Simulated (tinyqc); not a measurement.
Tight binding, honeycomb lattice, step by step. Computed by tinyqc, a small Python program that keeps every step. Settings: t1 = 1.88, t2 = 0, phi = 1.57, delta = 0.65, points = 5. Command: `OMP_NUM_THREADS=1 python tinyqc.py 28104 28105 out.jsonl` (the two numbers bound the seeds that draw the settings). One thread of a shared host (Intel(R) Xeon(R) Processor @ 2.60GHz), about 0.01 s of CPU time with the checks.

## Bloch Hamiltonian at k

Parameters chosen for this model:

| parameter | value | unit |
|---|---|---|
| t1 | 1.880000 | eV, nearest |
| t2 | 0 | eV, second neighbours |
| phi | 1.570000 | rad, phase of t2 (Haldane) |
| delta | 0.650000 | eV, +/- on A and B |

k point k (fractions of the reciprocal vectors): 0.500000  0.130000

H_AB = -t1 (1 + exp(-i k.a1) + exp(-i k.a2)); H_AA = delta - 2 t2 sum cos(k.b + phi), H_BB = -delta - 2 t2 sum cos(k.b - phi), b = a1, a2 - a1, -a2.

H(k) at k (eV):
```
                     A                    B
A             0.650000  -1.286949+1.370461i
B  -1.286949-1.370461i            -0.650000
```

## Levels at k

Diagonalise the Hermitian matrix.

eigenvalues (eV): -1.989196  1.989196

weights |c|^2 of the basis functions:
```
     band 1    band 2
A  0.336617  0.663383
B  0.663383  0.336617
```

## Bloch Hamiltonian at K

k point K (fractions of the reciprocal vectors): 0.333333  0.666667

As before.

H(k) at K (eV):
```
          A          B
A  0.650000   0.000000
B  0.000000  -0.650000
```

## Levels at K

As before.

eigenvalues (eV): -0.650000  0.650000

weights |c|^2 of the basis functions:
```
     band 1    band 2
A  0.000000  1.000000
B  1.000000  0.000000
```

## Bands along a path

The same steps at evenly spaced points between the labelled ones.

Bands along the path (eV):

| k | band 1 | band 2 |
|---|---|---|
| G | -5.677332 | 5.677332 |
| G-K 0.20 | -5.354530 | 5.354530 |
| G-K 0.40 | -4.443727 | 4.443727 |
| G-K 0.60 | -3.110575 | 3.110575 |
| G-K 0.80 | -1.622834 | 1.622834 |
| K | -0.650000 | 0.650000 |
| K-M 0.20 | -0.909345 | 0.909345 |
| K-M 0.40 | -1.331360 | 1.331360 |
| K-M 0.60 | -1.685322 | 1.685322 |
| K-M 0.80 | -1.911730 | 1.911730 |
| M | -1.989196 | 1.989196 |
| M-K' 0.20 | -1.911730 | 1.911730 |
| M-K' 0.40 | -1.685322 | 1.685322 |
| M-K' 0.60 | -1.331360 | 1.331360 |
| M-K' 0.80 | -0.909345 | 0.909345 |
| K' | -0.650000 | 0.650000 |

With 1 band(s) filled, the highest filled level on these points lies at K and the lowest empty one at K: a gap of 1.3000 eV, direct.

## Chern number of the lower band

On a 5 x 5 mesh, the phase of the product of overlaps around each plaquette (k1 then k2); the sum over 2 pi is an integer.

plaquette phases (rad):
```
           1          2          3          4          5
1   0.000000  -0.036064  -0.118137   0.067212   0.018763
2   0.036064   0.000000  -0.547902  -0.943751   0.067212
3   0.118137   0.547902   0.000000  -0.547902  -0.118137
4  -0.067212   0.943751   0.547902   0.000000  -0.036064
5  -0.018763  -0.067212   0.118137   0.036064   0.000000
```

Chern number = 0.000000
